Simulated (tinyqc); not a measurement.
# Free and trapped electrons in a MOS channel with a dense trap tail: effects of single changes

p-type body, charge-sheet picture, full ionisation (an idealisation for deep acceptors), Boltzmann statistics for free electrons. e = Ec - EF at the surface. Acceptor-like traps of density D(E) = D0 + De exp(-E/Ew) at depth E below Ec, from 0 to Eu, hold n_t = integral of D(E)/(1 + exp((e - E)/Vt)). psi = Eg - Vt ln(Nv/Na) - e; N_dep = sqrt(2 eps0 eps_r Na (psi - Vt)/q); n_f = sqrt(N_dep^2 + 2 eps0 eps_r Vt Nc exp(-e/Vt)/q) - N_dep; Vg = Vfb + psi + q (N_dep + n_t + n_f)/Cox, Cox = eps0 eox/tox.

Values chosen for this exercise; band and dielectric values close to those of 4H silicon carbide:
```
symbol,value,unit,meaning
T,300,K,temperature
Eg,3.2,eV,band gap
eps_r,9.78,,relative permittivity
Nc,1.69e19,cm^-3,conduction-band density of states at T
Nv,2.51e19,cm^-3,valence-band density of states at T
eox,3.9,,relative permittivity of the insulator
tox,58,nm,insulator thickness
Na,3.4e16,cm^-3,acceptor density
Vfb,-2.21,V,flat-band voltage without trapped charge
D0,1e10,cm^-2 eV^-1,constant background density of acceptor-like traps
De,4.8e12,cm^-2 eV^-1,density of the tail at the conduction edge
Ew,0.1,eV,decay energy of the tail
Eu,0.86,eV,depth below Ec down to which the traps reach
mf,62,cm^2/(V s),mobility of free electrons
```

Constants: q = 1.602176634e-19 C, kB = 1.380649e-23 J/K, Vt = kB T/q, eps0 = 8.8541878128e-14 F/cm where lengths are in cm. Results are converted to the units shown.

Each table varies one quantity; the others keep the values above.

## Free and trapped charge against gate voltage

Free share n_f/(n_f + n_t); swing ln 10 n_f/(dn_f/dVg); field-effect mobility mf q (dn_f/dVg)/Cox, for a constant mf; oxide field q (N_dep + n_t + n_f)/(eps0 eox).

Free and trapped charge against gate voltage:

| Vg (V) | e (eV) | n_f (cm^-2) | n_t (cm^-2) | free share (%) | swing (mV/decade) | field-effect mobility (cm^2/(V s)) | oxide field (MV/cm) |
|---|---|---|---|---|---|---|---|
| 3.1 | 0.3946 | 5.672e5 | 1.495e10 | 0.003793 | 108.4 | 0.002011 | 0.4613 |
| 4.2 | 0.09717 | 5.196e10 | 2.069e11 | 20.07 | 724.8 | 27.54 | 0.5996 |
| 5.3 | 0.04679 | 3.212e11 | 3.188e11 | 50.19 | 2535 | 48.68 | 0.7806 |
| 6.5 | 0.02294 | 6.969e11 | 3.760e11 | 64.96 | 4887 | 54.78 | 0.9834 |
| 7.6 | 0.008662 | 1.067e12 | 4.066e11 | 72.41 | 7157 | 57.28 | 1.171 |
| 8.7 | -0.002240 | 1.450e12 | 4.267e11 | 77.26 | 9489 | 58.70 | 1.358 |
| 9.8 | -0.01112 | 1.840e12 | 4.404e11 | 80.69 | 1.186e4 | 59.59 | 1.546 |
| 10.9 | -0.01862 | 2.235e12 | 4.502e11 | 83.23 | 1.427e4 | 60.16 | 1.735 |
| 12 | -0.02514 | 2.633e12 | 4.574e11 | 85.20 | 1.670e4 | 60.56 | 1.923 |

Read the table: what changes, and by how much?

n_f reaches 1e11 cm^-2 at Vg = 4.45 V, against 3.80 V without traps. The free share rises from 0.00379 to 85.2 % and the field-effect mobility rises from 0.00201 to 60.6 cm^2/(V s), although mf = 62 is constant: in the last row 97.7 % of Cox dVg goes into free electrons. The swing in the first row is 108 mV a decade (Vt ln 10 = 59.5). For Vg = 5.3, 6.5, 7.6, 8.7, 9.8, 10.9, 12 EF lies less than 2 Vt below the band edge, or above it, where degeneracy and confinement, left out, matter.

## Effect of the decay energy of the tail

VT is the Vg for n_f = 1e11 cm^-2; swing ln 10 n_f/(dn_f/dVg) at n_f = 1e8 cm^-2; the last three columns are for Vg = VT + 4.6 V, with free share n_f/(n_f + n_t) and field-effect mobility mf q (dn_f/dVg)/Cox; there EF is near the band edge, where Boltzmann statistics are rough.

Results:

| Ew (eV) | e at VT (eV) | VT (V) | q n_t/Cox at VT (V) | swing (mV/decade) | n_f (cm^-2) | free share (%) | field-effect mobility (cm^2/(V s)) |
|---|---|---|---|---|---|---|---|
| 0.03 | 0.07959 | 3.884 | 0.08602 | 92.11 | 1.675e12 | 93.40 | 60.03 |
| 0.05 | 0.07959 | 4.002 | 0.2035 | 98.33 | 1.633e12 | 88.88 | 59.60 |
| 0.07 | 0.07959 | 4.162 | 0.3640 | 115.2 | 1.604e12 | 84.51 | 59.32 |
| 0.09 | 0.07959 | 4.350 | 0.5518 | 140.8 | 1.582e12 | 80.41 | 59.11 |
| 0.11 | 0.07959 | 4.555 | 0.7567 | 171.0 | 1.566e12 | 76.62 | 58.96 |
| 0.15 | 0.07959 | 4.992 | 1.194 | 234.7 | 1.544e12 | 69.95 | 58.74 |
| 0.17 | 0.07959 | 5.216 | 1.418 | 265.2 | 1.536e12 | 67.04 | 58.66 |

Estimate the missing row, Ew = 0.13 eV.

Computed row:

| Ew (eV) | e at VT (eV) | VT (V) | q n_t/Cox at VT (V) | swing (mV/decade) | n_f (cm^-2) | free share (%) | field-effect mobility (cm^2/(V s)) |
|---|---|---|---|---|---|---|---|
| 0.13 | 0.07959 | 4.771 | 0.9723 | 203.0 | 1.554e12 | 73.13 | 58.84 |

With this row back in the table: As Ew goes from 0.03 to 0.17, VT rises from 3.88 to 5.22 V, its part due to traps rises from 0.0860 to 1.42 V, the swing rises from 92.1 to 265 mV/decade and the field-effect mobility falls from 60.0 to 58.7 cm^2/(V s).

Computed by the program tinyqc: `OMP_NUM_THREADS=1 python tinyqc.py 2222112 2222113 out.jsonl`, one thread of a shared Intel Xeon 2.30GHz, about 0.02 s for the whole run.
